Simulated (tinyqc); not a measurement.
Inside a calculation. Model: spin coating of a resist or spin-on film: centrifugal thinning, evaporation and the final thickness (Emslie and Meyerhofer models). Computed by tinyqc, a small Python program that keeps every step. Command: `OMP_NUM_THREADS=1 python tinyqc.py 3112986 3112987 out.jsonl spincoat walk`. One thread of a shared host (Intel(R) Xeon(R) Processor @ 2.30GHz), about 0.1 s of CPU time with the checks. Intermediate numbers are printed to about 7 digits and carried at full precision; extremes and crossings named in words are read from the listed rows.

A Newtonian film stays uniform over the wafer; solvent and solids have the same density and the concentration is uniform through the thickness.

Inputs (values chosen for the exercise, of the order of those of a polymer resist in an ester solvent): solids volume fraction c0 = 0.18; kinematic viscosity of the solvent nu_s = 1.5 mm^2/s; viscosity constant k = 320 mm^2/s; viscosity exponent gamma = 2.7; spin speed f = 1000 rpm; evaporation rate at 1000 rpm e0 = 0.054 micrometre/s; starting thickness h0 = 700 micrometre; time t = 1.1 s; wafer radius R = 150 mm; shrinkage in the bake = 2.6 %.

## Rates

omega = 2 pi f/60; nu(c) = nu_s + k c^gamma; evaporation rate e = e0 sqrt(f/1000 rpm). Flow constant K = 2 omega^2/(3 nu(c0)); Reynolds number of the air omega R^2/nu_air with nu_air = 15 mm^2/s.

omega = 104.7198 1/s

nu(c0) = 4.621661 mm^2/s

evaporation rate e = 0.054 micrometre/s

flow constant K = 0.001581859 1/(micrometre^2 s)

Reynolds number of the air = 157079.6

## Thinning without evaporation

dh/dt = -K h^3 gives h = h0/sqrt(1 + 2 K h0^2 t); for long times h = 1/sqrt(2 K t).

h(t) without evaporation = 16.94640 micrometre

long-time form = 16.95137 micrometre

time 1/(2 K h0^2) = 6.450688e-04 s

The long-time form is within 0.029 %: the starting thickness is forgotten.

## The two-stage estimate

Meyerhofer estimate: flow rules until (1 - c0) K h^3 = e, then evaporation alone: h_w = (e/((1 - c0) K))^(1/3), dry film c0 h_w.

wet thickness h_w = 3.465804 micrometre

dry film, estimate = 623.8447 nm

drying time (1 - c0) h_w/e = 52.62888 s

## First explicit step of the full model

Solids s and liquid l per area start at s = c0 h0, l = (1 - c0) h0. With h = h0 and c = c0: Q = K h^3, K = 2 omega^2/(3 nu); one Euler step of length dt = 0.01 h0/Q for s and l, ds/dt = -c Q, dl/dt = -(1 - c) Q - e.

Q = 542577.8 micrometre/s

dt = 1.290138e-05 s

s = 124.74 micrometre

l = 568.2600 micrometre

Q/e at the start = 1.004774e+07

## The full model

Full model for solids s and liquid l per area, h = s + l, c = s/h: ds/dt = -c Q, dl/dt = -(1 - c) Q - e, Q = 2 omega^2 h^3/(3 nu(c)); integrated adaptively (relative tolerance 1e-9) until l = 0. Dry film = s at l = 0, before the bake; film after the bake = s x (1 - shrinkage).

time to dry = 67.93972 s

dry film = 695.4267 nm

film after the bake = 677.3456 nm

## Course in time

Times are fractions of the time to dry.

History:
```
fraction     t (s)  h (micrometre)          c  nu (mm^2/s)           Q/e    s (nm)
0.003      0.20382        39.31636  0.1800337       4.6232  1.779695e+03  7078.269
0.010      0.67940        21.55346  0.1802045       4.6312  2.927015e+02  3884.031
0.030      2.03819        12.43378  0.1810650       4.6718  5.570567e+01  2251.322
0.100      6.79397         6.76064  0.1866017       4.9405  8.467665e+00  1261.546
0.200     13.58794         4.69407  0.1994802       5.6198  2.491714e+00   936.374
0.350     23.77890         3.38500  0.2294913       7.5148  6.987683e-01   776.828
0.500     33.96986         2.60941  0.2764036      11.4384  2.102967e-01   721.250
0.700     47.55780         1.80425  0.3875047      26.2456  3.029745e-02   699.155
0.900     61.14574         1.06254  0.6546616     103.4520  1.569874e-03   695.602
```

Q/e drops below 1 between t = 14 and 24 s, when c has risen from 0.18 to about 0.229; after that row the solids fall by a further 10 %. The full model gives 1.11 times the two-stage estimate.

## Spin curve

The formulas are those given above.

Dry film against speed:
```
f (rpm)  full model (nm)  estimate (nm)  time to dry (s)
500             983.4818       882.2497         135.8781
1000            695.4267       623.8447          67.9397
1500            567.8136       509.3671          45.2933
2000            491.7410       441.1248          33.9700
3000            401.5048       360.1769          22.6467
4000            347.7134       311.9224          16.9851
6000            283.9068       254.6835          11.3234
```

The full thickness goes as f^-0.500; the estimate as (e/omega^2)^(1/3) = f^(-1/2). The time to dry goes as f^-1.00. A thickness window of 1 % allows a speed error of about 2 %.

Checks made by the program: constant-viscosity run against c0 h0 exp(-int K h^2 dt) (relative difference 2e-05).
